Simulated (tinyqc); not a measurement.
Voltage acceleration of oxide breakdown, four models on the same data: two steps of the calculation.

Field E = V/tox in MV/cm. Models: ln(t63/1 s) = a - c X with X = E (E model), -1/E (1/E model), ln V (power law, c the exponent n) or sqrt(E).

Values chosen for this exercise:
- tox = 1 nm (oxide thickness)
- Vu = 0.85 V (use voltage)
- Ts = 398 K (stress temperature)
- Tu = 358 K (use temperature)
- Ea = 0.86 eV (activation energy)
- ks = 9.7e-5 (factor for area and percentile)

Constants: q = 1.602176634e-19 C, kB = 1.380649e-23 J/K. Results are converted to the units shown.

Question 1. Fitting the models. The three stress times were made with the power model, c = 29.2, and are treated as data. For each model fit ln t63 on X by least squares over the three points.

```
stress  V (V)  t63 (s)
0         1.4  5.302e5
1        1.72     1300
2        1.89    82.93
```

Wanted: c; a; largest misfit in ln t63 (0: below 0.002).

Answer 1.

```
model        c        a  largest misfit in ln t63 (0: below 0.002)
E       1.8000   38.316                                    0.18625
1/E     469.11  -20.278                                    0.17402
power   29.200   23.006                                    0.00000
sqrt E  14.518   67.471                                    0.09177
```

The worst misfit of any model is 0.19 in ln t63, a factor of 1.20 in time, comparable to the scatter of t63 from small samples, so such data hardly tell the models apart.

Question 2. Projection to use conditions. Project to Vu, multiply by exp[(Ea q/kB)(1/Tu - 1/Ts)] and by ks; ten years are 3.15576e8 s. The largest voltage for ten years solves the same relation for V.

```
model           c           a
E       1.8000059   38.316474
1/E     469.11282  -20.277906
power   29.199892   23.005955
sqrt E  14.517645   67.470746
```

Wanted: temperature factor; lifetime; largest voltage for ten years.

Answer 2.

temperature factor = 16.47

```
model   lifetime (years)  largest voltage for ten years (V)
E                 0.5016                             0.6837
1/E              7.353e4                              1.013
power              57.11                             0.9023
sqrt E             4.214                             0.8156
```

The lifetimes span 5.17 decades, from the E model (most cautious) to the 1/E model; the allowed voltage spans 0.684 to 1.01 V. 2 of the four models pass ten years at Vu. Lifetimes beyond a thousand years are formal extrapolations.

Range of the model: All four laws are empirical fits; none is established far below the stress range.

Program tinyqc, `OMP_NUM_THREADS=1 python tinyqc.py 2070159 2070160 out.jsonl`; Intel Xeon 2.30GHz, shared host, one thread, about 0.01 s.
